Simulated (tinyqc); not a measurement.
Hubbard ring of 5 sites, step by step. One step of it, computed by the program tinyqc.

Task: Mean-field iteration 1. H(up) = T + U n(down), H(down) = T + U n(up); fill the lowest levels; n(new) = n + mixing (n(out) - n); E = tr T (rho up + rho down) + U sum n_up n_down of the output.

one-body matrix (hopping and site energies) (eV), lower triangle:
```
           1          2          3          4         5
1   0.000000
2  -1.170000   0.000000
3   0.000000  -1.170000   0.000000
4   0.000000   0.000000  -1.170000   0.000000
5  -1.170000   0.000000   0.000000  -1.170000  0.000000
```

U = 7.500000 eV

electrons, up and down: 3  2

mixing = 1

n(up) at the start (a guess, not normalised): 1 1.000000, 2 0.150000, 3 1.000000, 4 0.150000, 5 1.000000

n(down) at the start (a guess): 1 0.000000, 2 0.850000, 3 0.000000, 4 0.850000, 5 0.000000

Give: levels, up; levels, down; energy; n(up) after iteration 1; n(down) after iteration 1.

Result:

levels, up (eV): -1.405  -0.329  0.919  6.626  6.938

levels, down (eV): 0.499  0.948  6.499  7.957  8.847

energy = -1.445 eV

n(up) after iteration 1: 1 0.968, 2 0.058, 3 0.947, 4 0.058, 5 0.968

n(down) after iteration 1: 1 0.030, 2 0.945, 3 0.051, 4 0.945, 5 0.030
